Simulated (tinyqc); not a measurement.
Concentration-dependent dopant diffusion with charged defects and the built-in field: one step, computed by the program tinyqc. Command: `OMP_NUM_THREADS=1 python tinyqc.py 3003680 3003681 out.jsonl extrinsic walk`. One thread of a shared host (Intel(R) Xeon(R) Processor @ 2.30GHz), about 0.07 s of CPU time with the checks.

A constant source C_s feeds a half space. The dopant moves through neutral point defects and through charged ones, whose number grows with the majority carrier density n.

Problem. Intrinsic density and partial diffusivities. n_i = 3.87e16 T^1.5 exp(-7014/T) per cm^3 (T in kelvin, an empirical form); each D = prefactor x exp(-E/(k_B T)); the intrinsic diffusivity D_i is their sum. Temperatures in kelvin are T(C) + 273.15.

Inputs (values chosen for the exercise, modelled on antimony in silicon): neutral prefactor D0x = 0.238 cm^2/s; neutral activation energy E0 = 3.65 eV; singly charged prefactor D01 = 14.3 cm^2/s; activation energy E1 = 4.08 eV; temperature T = 850 C.

Field enhancement: on.

Constants: k_B = 8.617333262e-05 eV/K.

Give: n_i; partial diffusivities; intrinsic diffusivity D_i.

Solution.

n_i = 2.8264e+18 1/cm^3

partial diffusivities (cm^2/s): Dx 9.9624e-18, D1 7.0410e-18

intrinsic diffusivity D_i = 1.7003e-17 cm^2/s
